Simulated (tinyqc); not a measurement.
Inside a calculation. Method: Pariser-Parr-Pople SCF with singles CI, for the molecule Nc1cccccc1=O (SMILES; centres numbered as the heavy atoms are written). Computed by tinyqc, a small Python program that keeps every step. Settings: charge = 0, gamma = Ohno, start = core, damping = 0, iteration cap = 66, excitations kept = 9. Command: `OMP_NUM_THREADS=1 python tinyqc.py 29075 29076 out.jsonl` (the two numbers bound the seeds that draw the settings). One thread of a shared host (Intel(R) Xeon(R) Processor @ 2.60GHz), about 0.02 s of CPU time with the checks.

Centres (angstrom, eV; a flat drawing with bonds scaled to 1.40 angstrom):

| centre | x | y | core charge z | W | gamma_rr |
|---|---|---|---|---|---|
| 1N | -2.112000 | -1.307000 | 2 | 24.600000 | 19.100000 |
| 2C | -0.850000 | -0.700000 | 1 | 11.290000 | 12.750000 |
| 3C | 0.244000 | -1.573000 | 1 | 11.290000 | 12.750000 |
| 4C | 1.609000 | -1.261000 | 1 | 11.290000 | 12.750000 |
| 5C | 2.217000 | 0.000000 | 1 | 11.290000 | 12.750000 |
| 6C | 1.609000 | 1.261000 | 1 | 11.290000 | 12.750000 |
| 7C | 0.244000 | 1.573000 | 1 | 11.290000 | 12.750000 |
| 8C | -0.850000 | 0.700000 | 1 | 11.290000 | 12.750000 |
| 9O | -2.112000 | 1.307000 | 1 | 19.810000 | 14.680000 |

Resonance integrals (eV):

| i | j | beta |
|---|---|---|
| 1 | 2 | -2.260000 |
| 2 | 3 | -2.390000 |
| 3 | 4 | -2.390000 |
| 4 | 5 | -2.390000 |
| 5 | 6 | -2.390000 |
| 6 | 7 | -2.390000 |
| 7 | 8 | -2.390000 |
| 8 | 9 | -2.500000 |
| 8 | 2 | -2.390000 |

Stop when output and input P, before any damping, agree to 1e-7.

Course of the cycle:

| iteration | E (eV) | largest \|P(out) - P(in)\| |
|---|---|---|
| 1 | -115.74101501 | 1.96e+00 |
| 2 | -96.63965978 | 2.00e+00 |
| 3 | -110.72983561 | 2.00e+00 |
| 4 | -93.67944532 | 2.00e+00 |
| 5 | -110.03790843 | 2.00e+00 |
| 6 | -93.45092784 | 2.00e+00 |
| 7 | -109.96821196 | 2.00e+00 |
| 8 | -93.42640643 | 2.00e+00 |
| 9 | -109.96050956 | 2.00e+00 |
| 10 | -93.42359935 | 2.00e+00 |
| 11 | -109.95963754 | 2.00e+00 |
| ... | ... | ... |
| 56 | -93.42322947 | 2.00e+00 |
| 57 | -109.95952623 | 2.00e+00 |
| 58 | -93.42322947 | 2.00e+00 |
| 59 | -109.95952623 | 2.00e+00 |
| 60 | -93.42322947 | 2.00e+00 |
| 61 | -109.95952623 | 2.00e+00 |
| 62 | -93.42322947 | 2.00e+00 |
| 63 | -109.95952623 | 2.00e+00 |
| 64 | -93.42322947 | 2.00e+00 |
| 65 | -109.95952623 | 2.00e+00 |
| 66 | -93.42322947 | 2.00e+00 |

Can the last value be used, and what does the course show?

Not by the stop rule. Not converged within 66 iterations: the residual has stopped falling: the iteration swings between two states. Reruns (cap 100 unless said): damping 0.5: converged in 85 (E = -148.45725); the original settings with a cap of 400: not converged.
